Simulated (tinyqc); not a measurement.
Gain spectrum: optical gain and spontaneous emission in a bulk direct-gap semiconductor.

Parabolic bands, vertical transitions, no excitons. For each hole band j: mr = me mj/(me + mj); joint density of states J_j(E) = (mr/c)^(3/2) sqrt(E - Eg)/(2 pi^2), both spins, c = hbar^2/2m0; averaged matrix element |e.p|^2 = m0 Ep/6; alpha_j(E) = 4 pi^2 alpha_f c Ep J_j/(3 nr E) in 1/angstrom (alpha_f the fine-structure constant, listed as alpha among the constants), times 1e8 for 1/cm.

F_j(eta) = (1/Gamma(j + 1)) integral_0^infinity x^j dx/(1 + exp(x - eta)), which tends to exp(eta) for eta << 0.

Quasi-Fermi levels: n = Nc F_1/2(Fc/kT) and p = Nv F_1/2(Fv/kT), Fc counted up from the conduction edge and Fv down from the valence edge; Nc, Nv from N = 2 (m kB T/(4 pi c))^(3/2) with c = hbar^2/2m0, in 1/angstrom^3; times 1e24 for 1/cm^3, with me and (mhh^(3/2) + mlh^(3/2))^(2/3).

For band j the electron sits at Ee = (E - Eg) mr/me above its edge and the hole at Eh = (E - Eg) mr/mj; fe = 1/(1 + exp((Ee - Fc)/kT)), fh = 1/(1 + exp((Eh - Fv)/kT)); gain g = sum_j alpha_j (fe + fh - 1).

Constants: hbar^2/2m0 = 3.80998211 eV angstrom^2; fine-structure constant alpha = 0.007297352564; kB = 8.617333262e-05 eV/K.

Inputs chosen for the exercise (near those of InP; not measured data): Eg = 1.37 eV (direct gap); me = 0.0804 m0 (electron mass); mhh = 0.584 m0 (heavy-hole mass); mlh = 0.0928 m0 (light-hole mass); Ep = 20.5 eV (Kane energy); nr = 3.41 (refractive index); T = 250 K; n = 3.6e+18 1/cm^3 (injected density, n = p).

At the density n.

Spectrum:
```
E - Eg (eV),"alpha, empty (1/cm)","fe, heavy","fh, heavy",g (1/cm)
0.005,2137,0.990,0.308,624
0.010,3011,0.987,0.302,840
0.020,4227,0.981,0.290,1070
0.030,5140,0.972,0.279,1163
0.045,6228,0.949,0.262,1137
0.060,7117,0.910,0.246,926
0.080,8104,0.818,0.226,283
0.100,8937,0.665,0.207,-900
0.170,11123,0.102,0.150,-6918
0.220,12256,0.015,0.117,-9839
```

Give the missing row, E - Eg (eV) = 0.130.

Computed row:
```
E - Eg (eV)  alpha, empty (1/cm)  fe, heavy  fh, heavy  g (1/cm)
0.130                       9986      0.369      0.180     -3537
```

Fc + Fv = 0.0858 eV

g is positive below E - Eg = 0.0858 eV; the largest value listed is 1163 1/cm at 0.030 eV. At 0.220 eV above the gap g is -0.80 times the absorption of the empty crystal, whose limit is -1.

Run: tinyqc, `OMP_NUM_THREADS=1 python tinyqc.py 1650387 1650388 out.jsonl`; Intel(R) Xeon(R) Processor @ 2.30GHz, one thread, shared host; about 0.08 s of CPU time with all checks.
